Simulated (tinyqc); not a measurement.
Susceptibility above T_c: two-sublattice mean-field magnet: ferrimagnet, compensation points and susceptibility. Computed by tinyqc, a small Python program. Command: `OMP_NUM_THREADS=1 python tinyqc.py 3017499 3017500 out.jsonl ferri walk`. One thread of a shared host (Intel(R) Xeon(R) Processor @ 2.30GHz), about 0.01 s of CPU time with the checks.

A random alloy A(1-x)B(x) with H = -sum over pairs J S_i.S_j. a = <S_A> and b = <S_B> are taken along z, a > 0. Exchange fields: h_A = (1 - x) zJ_AA a + x zJ_AB b, h_B = (1 - x) zJ_AB a + x zJ_BB b; a = S_A B_(S_A)(S_A h_A/(k_B T)) and likewise for b, with the Brillouin function B_S(y) = [(2S + 1)/(2S)] coth[(2S + 1) y/(2S)] - [1/(2S)] coth[y/(2S)].

Inputs (values chosen for the exercise, for a model ferrimagnet):

| quantity | value | unit |
|---|---|---|
| spin S_A | 1 | - |
| spin S_B | 2.5 | - |
| g factor g_A | 2.2 | - |
| g factor g_B | 2 | - |
| fraction x of B sites | 0.16 | - |
| z J_AA | 38.3 | meV |
| z J_BB | 5.7 | meV |
| z J_AB | -9.9 | meV |
| T over T_c | 0.63 | - |

Constants: k_B = 8.617333262e-05 eV/K.

Method. Linearised, T (a, b) = M (a, b) with M_ij = S_i (S_i + 1) c_j zJ_ij/(3 k_B), c_A = 1 - x, c_B = x. T_c is the larger eigenvalue, and its eigenvector gives b/a at onset, (T_c - M_AA)/M_AB. With a field B, T (a, b) = M (a, b) + (mu_B B/(3 k_B)) (g_A S_A (S_A + 1), g_B S_B (S_B + 1)). chi = m/B per site; C = mu_B [(1 - x) g_A^2 S_A (S_A + 1) + x g_B^2 S_B (S_B + 1)]/(3 k_B); the table gives C/chi, which tends to T - theta.

T_c = 263.707 K

M (K):
```
          A        B
A   248.894  -12.254
B  -281.468   30.868
```

Inverse susceptibility:

| T (K) | C/chi (K) | T - C/chi (K) |
|---|---|---|
| 269.0 | 14.6 | 254.40 |
| 290.1 | 64.2 | 225.88 |
| 329.6 | 135.9 | 193.74 |
| 395.6 | 229.5 | 166.08 |
| 527.4 | 385.4 | 142.03 |
| 791.1 | 666.2 | 124.93 |
| 1318.5 | 1204.1 | 114.45 |
| 2637.1 | 2529.2 | 107.91 |

T - C/chi sinks from 254 K just above T_c to 108 K at 10 T_c, on its way to the asymptotic theta. The curve of 1/chi is a hyperbola that bends down to zero at T_c = 264 K, so a Curie-Weiss line fitted at high T misses T_c.
